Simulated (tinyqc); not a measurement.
Growth of a silicide layer between metal and silicon: linear-parabolic kinetics, ramp anneals and Kissinger analysis: one step, computed by the program tinyqc.

One compound layer of thickness x grows by diffusion through itself and reaction at an interface, dx/dt = 1/(2x/K + 1/v), until the metal is used up at x = a h.

Question. Geometry at full reaction. Silicon consumed b h, sheet resistance rho/(final thickness) with 1 micro-ohm cm/nm = 10 ohm; margin to the junction x_j - b h.

Inputs (values chosen for the exercise, modelled on TiSi2):
```
quantity                                value          unit
metal thickness h                          12            nm
silicon consumed per metal thickness b   2.27             -
silicide resistivity                       71  micro-ohm cm
junction depth x_j                         32            nm
```

final thickness = 30.12 nm

Give: silicon consumed; sheet resistance; margin to the junction.

Answer.

silicon consumed = 27.24 nm

sheet resistance = 23.57 ohm/square

margin to the junction = 4.76 nm

The layer takes 85 % of the junction depth; its surface lies 2.88 nm above the original silicon surface.
